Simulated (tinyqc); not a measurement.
Raising U: Hubbard chain of 3 sites, mean field against exact. Computed by the program tinyqc. Collinear unrestricted mean field (the lowest of 40 random starts) against exact diagonalisation.

one-body matrix (hopping and site energies) (eV):
```
         1        2        3
1   0.0000  -1.4400   0.0000
2  -1.4400   0.0000  -1.4400
3   0.0000  -1.4400   0.0000
```

electrons, up and down: 2  1

Exact and mean-field results (eV):

| U | U/t | E exact | E mean field | mean \|n_up - n_down\| | double occupancy, exact | first gap in the sector |
|---|---|---|---|---|---|---|
| 0.7200 | 0.5000 | -3.644274 | -3.627517 | 0.3672 | 0.1884 | 1.9362 |
| 1.4400 | 1.0000 | -3.259502 | -3.194481 | 0.4127 | 0.1678 | 1.8195 |
| 2.8800 | 2.0000 | -2.620929 | -2.400000 | 0.5556 | 0.1286 | 1.5668 |
| 4.3200 | 3.0000 | -2.138903 | -1.789649 | 0.7289 | 0.0960 | 1.3303 |
| 5.7600 | 4.0000 | -1.779938 | -1.389186 | 0.8375 | 0.0715 | 1.1327 |
| 8.6400 | 6.0000 | -1.305696 | -0.945909 | 0.9262 | 0.0416 | 0.8498 |
| 11.5200 | 8.0000 | -1.019105 | -0.714197 | 0.9584 | 0.0263 | 0.6697 |
| 17.2800 | 12.0000 | -0.700924 | -0.478310 | 0.9815 | 0.0128 | 0.4642 |
| 28.8000 | 20.0000 | -0.427754 | -0.287638 | 0.9933 | 0.0049 | 0.2845 |

What does the comparison show, and why?

In absolute terms mean field is worst at U/t = 4.0, 0.391 eV too high: at small U it is nearly exact, and at large U it misses only exchange-scale energies. Relative to the exact energy its error is 0.5 % at the smallest U, 33 % at most and 33 % at the largest. The double occupancy falls from 0.188 to 0.005; at the largest U the first gap is 0.99 times the exchange scale 4t^2/U.
